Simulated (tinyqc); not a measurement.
Inside a calculation. Method: Ewald sum of point charges, bcc lattice in a neutralising background. Computed by tinyqc, a small Python program that keeps every step. Command: `OMP_NUM_THREADS=1 python tinyqc.py 30845 30846 out.jsonl` (the two numbers bound the seeds that draw the settings). One thread of a shared host (Intel(R) Xeon(R) Processor @ 2.60GHz), about 0.04 s of CPU time with the checks.

## Ewald sum with eta = 0.353 1/bohr

cell vectors (rows) (bohr):
```
           1          2          3
1  10.220000   0.000000   0.000000
2   0.000000  10.220000   0.000000
3   0.000000   0.000000  10.220000
```

Charges:
```
q               f1        f2        f3
1.000000  0.000000  0.000000  0.000000
1.000000  0.500000  0.500000  0.500000
```

Real space: 1/2 sum q_i q_j erfc(eta r)/r over all images with r > 0; reciprocal space: (2 pi/V) sum_(G != 0) exp(-G^2/4 eta^2)/G^2 |S(G)|^2 with S(G) = sum q exp(i G.r); self term -eta/sqrt(pi) sum q^2; background -pi Q^2/(2 V eta^2), Q the total charge.

Real-space shells (first ones):
```
r (bohr)   pairs  sum (hartree)
8.850780      16       0.000009
10.220000     12       1.97e-07
14.453263     24              0
16.947953     48              0
```

Reciprocal shells (first ones that count):
```
G^2 (1/bohr^2)  vectors  sum (hartree)
0.755941             12       0.082020
1.511882              6       0.004500
2.267823             24       0.002633
3.023764             12       0.000217
3.779705             24       0.000076
4.535646              8       4.64e-06
5.291587             48       0.000005
6.047529              6       1.26e-07
6.803470             36       1.47e-07
7.559411             24       1.94e-08
8.315352             24       3.86e-09
9.071293             24       7.77e-10
```

## The total does not depend on eta

The same sums for other eta.

Totals (hartree per cell):
```
eta           real  reciprocal       self  background        total
0.353000  0.000009    0.089456  -0.398318   -0.047237  -0.35608938
0.533000  2.29e-11    0.266056  -0.601426   -0.020719  -0.35608938
0.679000         0    0.422847  -0.766169   -0.012767  -0.35608938
```

shortest distance = 8.850780 bohr
